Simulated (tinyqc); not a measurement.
Alloy A(1-x)B(x) by interpolation with bowing: one step. Electron mass of the alloy. Three cases, with inputs chosen for the exercise.

Question. Compare with the linear interpolation of the masses.

Each gap follows E(x) = (1 - x) E_A + x E_B - C x (1 - x); the lattice constant follows Vegard, a(x) = (1 - x) a_A + x a_B.

Mass at Gamma from the Kane formula 1/m = F + Ep (Eg + 2 Dso/3)/(Eg (Eg + Dso)). F is fixed by the masses of A and B and interpolated linearly, as is Ep; Eg and Dso carry their bowing.

Give: F of A, B; Ep, Eg, Dso at x; m(x) from the Kane formula; m(x) linear.

Case 1.

Values chosen (A near Ge, B near Si; not measured data): Eg = (0.902, 4.189) eV (gap at Gamma to the s-like level of A, B); Dso = (0.288, 0.044) eV (spin-orbit splitting of A, B); Ep = (26.3, 21.6) eV (Kane energy of A, B); me = (0.038, 0.1975) m0 (electron mass at Gamma of A, B); C = (0.229, 0.188, 0.06) eV (bowing of the Gamma, X and L gaps); Cs = 0 eV (bowing of Dso); x = 0.67 (fraction of B).

Answer.

F of A, B: [-0.4894, -0.0752]

Ep, Eg, Dso at x (eV): [23.1510, 3.0537, 0.1245]

m(x) from the Kane formula = 0.1375 m0
m(x) linear = 0.1449 m0

The Kane value lies 5.1 % below the linear one. The Gamma valley is not the lowest at this x.

Case 2.

Values chosen (A near Si, B near Ge; not measured data): Eg = (4.175, 0.901) eV (gap at Gamma to the s-like level of A, B); Dso = (0.045, 0.289) eV (spin-orbit splitting of A, B); Ep = (21.8, 26.3) eV (Kane energy of A, B); me = (0.1999, 0.0384) m0 (electron mass at Gamma of A, B); C = (0.21, 0.188, 0) eV (bowing of the Gamma, X and L gaps); Cs = 0 eV (bowing of Dso); x = 0.95 (fraction of B).

Answer.

F of A, B: [-0.2005, -0.7851]

Ep, Eg, Dso at x (eV): [26.0750, 1.0547, 0.2768]

m(x) from the Kane formula = 0.0449 m0
m(x) linear = 0.0465 m0

The Kane value lies 3.3 % below the linear one. The Gamma valley is not the lowest at this x.

Case 3.

Values chosen (A near AlAs, B near GaAs; not measured data): Eg = (3.143, 1.529) eV (gap at Gamma to the s-like level of A, B); Dso = (0.28, 0.344) eV (spin-orbit splitting of A, B); Ep = (21.1, 25.6) eV (Kane energy of A, B); me = (0.1509, 0.0672) m0 (electron mass at Gamma of A, B); C = (0.366, 0.06, 0) eV (bowing of the Gamma, X and L gaps); Cs = 0 eV (bowing of Dso); x = 0.15 (fraction of B).

Answer.

F of A, B: [0.0966, -0.8370]

Ep, Eg, Dso at x (eV): [21.7750, 2.8542, 0.2896]

m(x) from the Kane formula = 0.1360 m0
m(x) linear = 0.1383 m0

The Kane value lies 1.7 % below the linear one. The Gamma valley is not the lowest at this x.

Computed by tinyqc, one run a case: `OMP_NUM_THREADS=1 python tinyqc.py N N+1 out.jsonl` with N = 1050328, 1050366, 1050669; one thread of a shared Intel(R) Xeon(R) Processor @ 2.30GHz, about 0.01 s a run at most.
